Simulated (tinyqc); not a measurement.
Slater-Koster d bands of an fcc metal, step by step. Values are carried at full precision from step to step, so a last printed digit may differ when a step is redone from the rounded ones.

Slater-Koster d bands. For a bond with direction cosines (l, m, n) the 5 x 5 block is dds Ps + ddp Pp + ddd (1 - Ps - Pp), the projectors on sigma, pi and delta states about the bond; for instance <xy|xy> = 3 l^2 m^2 dds + (l^2 + m^2 - 4 l^2 m^2) ddp + (n^2 + l^2 m^2) ddd, <xy|yz> = 3 l m^2 n dds + l n (1 - 4 m^2) ddp + l n (m^2 - 1) ddd and <3z2-r2|3z2-r2> = (n^2 - (l^2 + m^2)/2)^2 dds + 3 n^2 (l^2 + m^2) ddp + (3/4)(l^2 + m^2)^2 ddd. H(k) sums the blocks times cos(k.R) over the neighbours; the d level is the zero of energy; k in 2 pi/a.

Inputs chosen for the exercise (of the size met in Ru; not measured data): dds = -1.07 eV (dd sigma); ddp = 0.589 eV (dd pi); ddd = -0.128 eV (dd delta); k = (0.73, 0.35, 0) 2 pi/a (wave vector); Nd = 7 (d electrons per atom).

## The block of one bond

Direction (1,1,0)/sqrt2; its eigenvalues must be dds once, ddp twice and ddd twice.

block (eV):
```
             xy      yz      zx   x2-y2   3z2-r2
xy      -0.8345       0       0       0   0.4079
yz            0  0.2305  0.3585       0        0
zx            0  0.3585  0.2305       0        0
x2-y2         0       0       0  0.5890        0
3z2-r2   0.4079       0       0       0  -0.3635
```

## Levels at Gamma

Neighbours: twelve at (a/2)(1,1,0) and equivalents.

Summing the blocks at k = 0 gives E(t2g) = 3 dds + 4 ddp + 5 ddd, E(eg) = 1.5 dds + 6 ddp + 4.5 ddd.

levels (eV): t2g (threefold) -1.4940, eg (twofold) 1.3530

The t2g level lies lower, by 2.8470 eV.

## The Hamiltonian at one k

Sum over the neighbours.

H(k) (eV):
```
             xy       yz       zx    x2-y2   3z2-r2
xy       0.8110        0        0        0  -1.0905
yz            0  -2.4020  -0.9584        0        0
zx            0  -0.9584   2.3492        0        0
x2-y2         0        0        0  -0.6034   1.8400
3z2-r2  -1.0905        0        0   1.8400   0.1456
```

## Levels and character

Diagonalise H; t2g is xy, yz, zx and eg the other two.

levels (eV): -2.5880  -2.2708  0.4194  2.2046  2.5353

weights:
```
     band 1  band 2  band 3  band 4  band 5
t2g   1.000   0.053   0.647   0.300   1.000
eg    0.000   0.947   0.353   0.700   0.000
```

## Levels at points of symmetry

Coordinates: G (0, 0, 0), X (1, 0, 0), W (1, 0.5, 0), L (0.5, 0.5, 0.5), K (0.75, 0.75, 0); the others lie half way.

Levels (eV):

| k | band 1 | band 2 | band 3 | band 4 | band 5 |
|---|---|---|---|---|---|
| G | -1.494 | -1.494 | -1.494 | 1.353 | 1.353 |
| G-X 0.5 | -3.338 | -1.454 | 0.922 | 0.922 | 2.356 |
| X | -5.182 | -4.261 | 3.338 | 3.338 | 3.359 |
| W | -2.356 | -0.922 | -0.922 | 1.454 | 3.338 |
| L | -2.868 | -1.406 | -1.406 | 2.840 | 2.840 |
| L-G 0.5 | -2.181 | -0.737 | -0.737 | 1.383 | 1.383 |
| K | -3.669 | -2.016 | 1.452 | 1.887 | 2.886 |

On these points the bands run from -5.182 (X) to 3.359 eV (X).

## Second moment and the rectangular band

mu2 = z (dds^2 + 2 ddp^2 + 2 ddd^2)/5 per orbital, with z = 12. A rectangular band with the same mu2 has width W = sqrt(12 mu2), Fermi level W (Nd/10 - 1/2) and bond energy -W Nd (10 - Nd)/20 (Friedel).

mu2 = 4.4916 eV^2
W = 7.3416 eV
Fermi level = 1.4683 eV
bond energy per atom = -7.7087 eV

The bond energy is the attractive part alone; the repulsion between atoms, left out, cancels a large share of it in the cohesive energy.

## Checks

- Levels at Gamma from the formulas against H(0): they agree to 1e-10 or better.
- Second moment from the formula against the mean square level on the mesh: both 4.49162.

Program tinyqc; command `OMP_NUM_THREADS=1 python tinyqc.py 1451001 1451002 out.jsonl`; about 0.04 s on one thread of a shared Intel(R) Xeon(R) Processor @ 2.30GHz.
